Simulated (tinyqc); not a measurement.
Rise against time: self-heating of a transistor with one or more fingers, with temperature-dependent conductivity. Computed by tinyqc, a small Python program. Command: `OMP_NUM_THREADS=1 python tinyqc.py 3015298 3015299 out.jsonl selfheat walk`. One thread of a shared host (Intel(R) Xeon(R) Processor @ 2.30GHz), about 0.05 s of CPU time with the checks.

N long parallel fingers lie on the top face of a slab whose bottom is held at T_0; the top is otherwise insulated, and heat flows in two dimensions. P in W/mm is 1000 P in W/m.

Inputs (values chosen for the exercise, modelled on sapphire): conductivity at the base temperature kappa_0 = 32.9 W/(m K); power per gate width P = 0.88 W/mm; fingers N = 3; finger pitch s = 50 micrometre; width of the heat source w = 0.18 micrometre; substrate thickness t = 200 micrometre; heat capacity C = 3.14 1e6 J/(m^3 K); pulse length = 120 microsecond.

Power: power rises with temperature.

Method:
- A line source of power P on the top face raises the top at distance x by (P/(pi kappa_0)) g(x), g(x) = -ln tanh(pi x/(4 t)) (the image sum for the slab). On a strip of width w the centre sees the mean of g over the strip, g_0 = 1 + ln(8 t/(pi w)) for w much below t.
- theta_i = (P/(pi kappa_0)) [g_0 + sum over j != i of g(|i - j| s)], with equal powers and constant conductivity; thermal resistance = largest theta/P.
- After switching on, theta(tau) = (P D/kappa_0) int_0^tau X(u) Z(u) du at the hottest finger, D = kappa_0/C; X = sum over fingers at distance x of [erf((x + w/2)/r) - erf((x - w/2)/r)]/(2 w), Z = sum_(j=-200..200) (-1)^j exp(-(2 j t/r)^2)/sqrt(pi D u), r = 2 sqrt(D u); trapezoid rule on 300 points evenly spaced in ln u from u_0 = 1e-3 min(tau, w^2/D) to tau, plus the exact piece 2 sqrt(u_0/(pi D))/w below u_0. Conductivity and power are held at their base values here, and Fourier's law is used even where the diffusion length is near a phonon free path.

diffusivity D = 10.4777 micrometre^2/microsecond

theta of each finger (K): [98.531, 104.119, 98.531]

largest theta = 104.119 K

Heating curve:
```
time (microsecond)  sqrt(D time) (micrometre)  rise (K)  share of the steady rise
0.0038                                0.19954    18.809                    0.1806
0.038                                 0.63099    28.547                    0.2742
0.38                                   1.9954    38.342                    0.3683
3.8                                    6.3099    48.144                    0.4624
38                                     19.954    58.715                    0.5639
190                                    44.618    72.224                    0.6937
760                                    89.236    88.079                     0.846
2300                                   155.24    99.843                    0.9589
5700                                   244.38    103.78                    0.9967
```

What follows from these numbers?

Half the steady rise is reached between 3.8 and 38 microseconds, and the last row holds 99.7 % of it; the slowest time constant is 4 t^2/(pi^2 D) = 1550 microseconds. While the diffusion length lies between w and the pitch or thickness, the rise grows as the logarithm of time; once it nears the pitch of 50 micrometre the neighbours add their heat.

Extremes, crossings and ranges named in words are read from the listed rows.
